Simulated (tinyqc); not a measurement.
# Yield against design margin

Cells fail independently with probability Q(k) = erfc(k/sqrt(2))/2 when the margin is k standard deviations, and Y = exp(-Nb Q(k)). phi = exp(-k^2/2)/sqrt(2 pi).  k = margin/s(dVT). With one spare that repairs any one cell, Y1 = exp(-x)(1 + x), x = Nb Q(k).

Values chosen for this exercise:
- Nb = 33554432 (number of cells)

s(dVT) = 11.8 mV

Result of one run:
```
M (mV)       k       Q(k)  expected failures x         Y        Y1
61      5.1695  1.1737e-7               3.9381  0.019484  0.096216
```

What becomes of these results when the margin M is changed from 61 to 52 mV, all else the same?

Result of the changed run:
```
M (mV)       k       Q(k)  expected failures x           Y          Y1
52      4.4068  5.2459e-6               176.02  3.5768e-77  6.3319e-75
```

The whole series:
```
M (mV)       k        Q(k)  expected failures x           Y          Y1
52      4.4068   5.2459e-6               176.02  3.5768e-77  6.3319e-75
56      4.7458   1.0386e-6               34.850  7.3256e-16  2.6262e-14
58      4.9153   4.4334e-7               14.876   3.4632e-7   5.4981e-6
61      5.1695   1.1737e-7               3.9381    0.019484    0.096216
65      5.5085   1.8098e-8              0.60726     0.54484     0.87570
69      5.8475   2.4957e-9             0.083742     0.91967     0.99668
73      6.1864  3.0769e-10             0.010324     0.98973     0.99995
78      6.6102  1.9194e-11            6.4404e-4     0.99936      1.0000
```

Over a change of the margin from 52 to 78 mV, k goes from 4.41 to 6.61, the expected failures fall by 5.4 decades and the yield goes from 3.58e-77 to 0.9994. The spare helps most at M = 65 mV among the rows, where it lifts the yield from 0.545 to 0.876.

Computed by the program tinyqc: `OMP_NUM_THREADS=1 python tinyqc.py 2090073 2090074 out.jsonl`, one thread of a shared Intel Xeon 2.30GHz, about 0.01 s for the whole run.
